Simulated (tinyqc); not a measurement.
## Counting rate against photon rate

True rate n = nph PDP (dark counts neglected); measured n/(1 + n td) for a non-paralysable detector, n exp(-n td) for a paralysable one.

Values chosen for this exercise:
```
symbol  value  unit    meaning
td         50    ns  dead time
```

PDP = 0.49

Result of one run:

| nph (1/s) | n td | non-paralysable (1/s) | paralysable (1/s) |
|---|---|---|---|
| 9.4e5 | 0.02303 | 4.502e5 | 4.501e5 |

What becomes of these results when the photon rate nph is changed from 9.4e5 to 3.3e8 1/s, all else the same?

Result of the changed run:

| nph (1/s) | n td | non-paralysable (1/s) | paralysable (1/s) |
|---|---|---|---|
| 3.3e8 | 8.085 | 1.780e7 | 4.982e4 |

The whole series:

| nph (1/s) | n td | non-paralysable (1/s) | paralysable (1/s) |
|---|---|---|---|
| 4.1e5 | 0.01005 | 1.989e5 | 1.989e5 |
| 9.4e5 | 0.02303 | 4.502e5 | 4.501e5 |
| 2.2e6 | 0.05390 | 1.023e6 | 1.021e6 |
| 5e6 | 0.1225 | 2.183e6 | 2.168e6 |
| 1.2e7 | 0.2940 | 4.544e6 | 4.382e6 |
| 2.7e7 | 0.6615 | 7.963e6 | 6.828e6 |
| 6.1e7 | 1.494 | 1.198e7 | 6.706e6 |
| 1.4e8 | 3.430 | 1.549e7 | 2.222e6 |
| 3.3e8 | 8.085 | 1.780e7 | 4.982e4 |

The non-paralysable rate climbs towards 1/td = 2.00e7 1/s and reaches 0.890 of it. The paralysable rate goes from 1.99e5 through a maximum of 6.83e6 (at nph = 2.7e7 1/s among the rows listed) to 49800 1/s; its true maximum, 1/(e td) = 7.36e6 1/s, lies at n td = 1, so a measured rate below that has two possible causes.

Numbers from tinyqc (`OMP_NUM_THREADS=1 python tinyqc.py 2630012 2630013 out.jsonl`; about 0.01 s on one thread of a shared Intel Xeon 2.30GHz).
